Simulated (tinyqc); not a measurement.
# MOS capacitor on an n-type substrate, surface potential from the exact charge relation: what changes with what

Uniform n-type substrate, Boltzmann statistics, full ionisation, classical densities. psi is the surface potential against the body (positive when the bands bend down) and u = -psi/Vt. Traps are spread evenly over the gap and neutral at flat band, so their charge is -q Dit psi; the minority quasi-Fermi level is shifted by Vb.

Inputs (values chosen for the exercise); band and dielectric values close to those of silicon:
- T = 273 K (temperature)
- Eg = 1.11 eV (band gap)
- eps_r = 11.6 (relative permittivity)
- Nc = 2.46e19 cm^-3 (conduction-band density of states at T)
- Nv = 2.34e19 cm^-3 (valence-band density of states at T)
- chi = 4.05 eV (electron affinity)
- N = 1.1e15 cm^-3 (donor density of the substrate)
- eox = 3.9 (relative permittivity of the gate insulator (close to silicon dioxide))
- tox = 3.3 nm (insulator thickness)
- phiM = 4.49 eV (gate work function)
- Nf = 6.1e10 cm^-2 (fixed charge at the interface, in units of q)
- Dit = 0 cm^-2 eV^-1 (density of interface traps)
- Vb = 0 V (reverse bias of the inversion layer against the body)

Constants: q = 1.602176634e-19 C, kB = 1.380649e-23 J/K, Vt = kB T/q, eps0 = 8.8541878128e-14 F/cm where lengths are in cm. Results are converted to the units shown.

Each table varies one quantity; the others keep the values above.

## Capacitance-voltage curves

ni = sqrt(Nc Nv) exp(-Eg/(2 Vt)), Eg in volts; phiF = Vt ln(N/ni); Cox = eps0 eox/tox; Vfb = phiM - chi - Vt ln(Nc/N) - q Nf/Cox; Q0 = sqrt(2 eps0 eps_r q N Vt); r = (ni/N)^2 exp(-Vb/Vt); VT = Vfb - [(2 phiF + Vb)(1 + q Dit/Cox) + sqrt(2 eps0 eps_r q N (2 phiF + Vb))/Cox]. u = -psi/Vt; F^2 = exp(-u) + u - 1 + r (exp(u) - u - 1); Qs = +sign(u) Q0 F; Cs = -dQs/dpsi = (Q0/Vt) |1 - exp(-u) + r (exp(u) - 1)|/(2 F). psi solves Vg = Vfb + psi + (q Dit psi - Qs)/Cox. Low frequency: 1/C_LF = 1/Cox + 1/(Cs + q Dit). High frequency, in the simple estimate in which traps and minority carriers do not follow: 1/C_HF = 1/Cox + 1/Cd, Cd being Cs with r = 0 at the same psi. Deep depletion: r = 0 and Dit = 0 both in the equation for psi and in Cs. Minority sheet density N_inv = (Q0/(2 q)) int_0^u r (exp(t) - 1)/F(t) dt for u > 0. N_inv under 1 cm^-2 is printed as 0. Regimes: accumulation when majority carriers gather, then depletion up to |psi| = phiF + Vb, weak inversion up to 2 phiF + Vb, strong inversion beyond.

Capacitance-voltage curves:

| Vg (V) | psi (V) | C_LF/Cox | C_HF/Cox | C_deep/Cox | N_inv (cm^-2) | regime |
|---|---|---|---|---|---|---|
| 0.8 | 0.23055 | 0.88842 | 0.88842 | 0.88842 | 0 | accumulation |
| 0.51 | 0.18193 | 0.73936 | 0.73936 | 0.73936 | 0 | accumulation |
| 0.23 | 0.031554 | 0.12086 | 0.12086 | 0.12086 | 0 | accumulation |
| -0.05 | -0.23666 | 0.019312 | 0.019312 | 0.019312 | 115.95 | depletion |
| -0.33 | -0.51234 | 0.012891 | 0.012837 | 0.012837 | 9.0320e6 | weak inversion |
| -0.61 | -0.76348 | 0.43259 | 0.010459 | 0.010284 | 1.7142e11 | strong inversion |
| -0.9 | -0.85037 | 0.83812 | 0.0098994 | 0.0087826 | 1.4969e12 | strong inversion |
| -1.18 | -0.88329 | 0.91259 | 0.0097099 | 0.0078202 | 3.1105e12 | strong inversion |
| -1.46 | -0.90328 | 0.94107 | 0.0096000 | 0.0071176 | 4.8087e12 | strong inversion |
| -1.74 | -0.91752 | 0.95579 | 0.0095239 | 0.0065757 | 6.5443e12 | strong inversion |

C_LF/Cox is lowest, 0.0129, at Vg = -0.33 V (weak inversion) among the rows listed and is 0.956 in the last row, where C_HF/Cox is 0.00952 and the deep-depletion value 0.00658. Vfb = 0.195 V, where C_HF/Cox = 0.0773 (Cox in series with eps0 eps_r/LD), and VT = -0.459 V. Over the last two rows psi moves by only 0.051 V a volt of gate bias, since the inversion charge screens the body. In strong accumulation and inversion degeneracy and confinement, left out here, lower the capacitance.

## Effect of the donor density of the substrate on threshold and swing

ni = sqrt(Nc Nv) exp(-Eg/(2 Vt)), Eg in volts; phiF = Vt ln(N/ni); Cox = eps0 eox/tox; Vfb = phiM - chi - Vt ln(Nc/N) - q Nf/Cox; VT = Vfb - [(2 phiF + Vb)(1 + q Dit/Cox) + sqrt(2 eps0 eps_r q N (2 phiF + Vb))/Cox]. gamma = sqrt(2 eps0 eps_r q N)/Cox; Wm = sqrt(2 eps0 eps_r (2 phiF + Vb)/(q N)); m = 1 + (eps0 eps_r/Wm + q Dit)/Cox; swing m Vt ln 10; Cmin/Cox = 1/(1 + Cox Wm/(eps0 eps_r)).

Effect of the donor density of the substrate on threshold and swing:

| N (cm^-3) | Vfb (V) | 2 phiF (V) | gamma (V^0.5) | VT (V) | Wm (nm) | m | swing (mV/decade) | Cmin/Cox |
|---|---|---|---|---|---|---|---|---|
| 1e15 | 0.1928 | 0.6355 | 0.01734 | -0.4565 | 902.6 | 1.011 | 54.76 | 0.01076 |
| 3.4e15 | 0.2216 | 0.6931 | 0.03197 | -0.4981 | 511.2 | 1.019 | 55.21 | 0.01884 |
| 1.1e16 | 0.2492 | 0.7483 | 0.05750 | -0.5488 | 295.3 | 1.033 | 55.97 | 0.03217 |
| 3.8e16 | 0.2784 | 0.8066 | 0.1069 | -0.6242 | 165.0 | 1.059 | 57.39 | 0.05616 |
| 1.3e17 | 0.3073 | 0.8645 | 0.1977 | -0.7410 | 92.34 | 1.106 | 59.93 | 0.09609 |
| 4.3e17 | 0.3355 | 0.9208 | 0.3595 | -0.9303 | 52.40 | 1.187 | 64.32 | 0.1578 |
| 1.5e18 | 0.3649 | 0.9796 | 0.6715 | -1.279 | 28.94 | 1.339 | 72.54 | 0.2533 |
| 4.9e18 | 0.3927 | 1.035 | 1.214 | -1.877 | 16.46 | 1.596 | 86.47 | 0.3736 |

Read the table: what changes, and by how much?

As N goes from 1e15 to 4.9e18, VT falls from -0.456 to -1.88 V, the swing rises from 54.8 to 86.5 mV/decade and Cmin/Cox rises from 0.0108 to 0.374. Of the change of VT by -1.42 V, 0.200 V comes from Vfb and -1.62 V from the band bending and the charge it takes. gamma goes as N^(0.50) and Wm as N^(-0.47); phiF, which grows slowly with N, keeps the latter from -1/2.

## Effect of the insulator thickness on threshold and swing

Same model as above.

The same in every row: 2 phiF (V) = 0.6400; Wm (nm) = 863.7.

Result of one run:

| tox (nm) | Vfb (V) | gamma (V^0.5) | VT (V) | m | swing (mV/decade) | Cmin/Cox |
|---|---|---|---|---|---|---|
| 1.2 | 0.2010 | 0.006612 | -0.4443 | 1.004 | 54.39 | 0.004116 |

What becomes of these results when the insulator thickness tox is changed from 1.2 to 0.82 nm, all else the same?

Result of the changed run:

| tox (nm) | Vfb (V) | gamma (V^0.5) | VT (V) | m | swing (mV/decade) | Cmin/Cox |
|---|---|---|---|---|---|---|
| 0.82 | 0.2021 | 0.004518 | -0.4415 | 1.003 | 54.32 | 0.002816 |

The whole series:

| tox (nm) | Vfb (V) | gamma (V^0.5) | VT (V) | m | swing (mV/decade) | Cmin/Cox |
|---|---|---|---|---|---|---|
| 0.82 | 0.2021 | 0.004518 | -0.4415 | 1.003 | 54.32 | 0.002816 |
| 1.2 | 0.2010 | 0.006612 | -0.4443 | 1.004 | 54.39 | 0.004116 |
| 1.8 | 0.1993 | 0.009918 | -0.4486 | 1.006 | 54.50 | 0.006161 |
| 2.7 | 0.1967 | 0.01488 | -0.4551 | 1.009 | 54.67 | 0.009213 |
| 4 | 0.1931 | 0.02204 | -0.4645 | 1.014 | 54.92 | 0.01359 |
| 6 | 0.1874 | 0.03306 | -0.4790 | 1.021 | 55.29 | 0.02025 |
| 8.9 | 0.1792 | 0.04904 | -0.5000 | 1.031 | 55.83 | 0.02974 |
| 13 | 0.1676 | 0.07163 | -0.5297 | 1.045 | 56.59 | 0.04285 |

As tox goes from 0.82 to 13, VT falls from -0.442 to -0.530 V, the swing rises from 54.3 to 56.6 mV/decade and Cmin/Cox rises from 0.00282 to 0.0429. Of the change of VT by -0.0882 V, -0.0345 V comes from Vfb and -0.0537 V from the band bending and the charge it takes. m - 1 goes as tox^(1.00), that is as 1/Cox.

Numbers from tinyqc (`OMP_NUM_THREADS=1 python tinyqc.py 2060018 2060019 out.jsonl`; about 0.01 s on one thread of a shared Intel Xeon 2.30GHz).
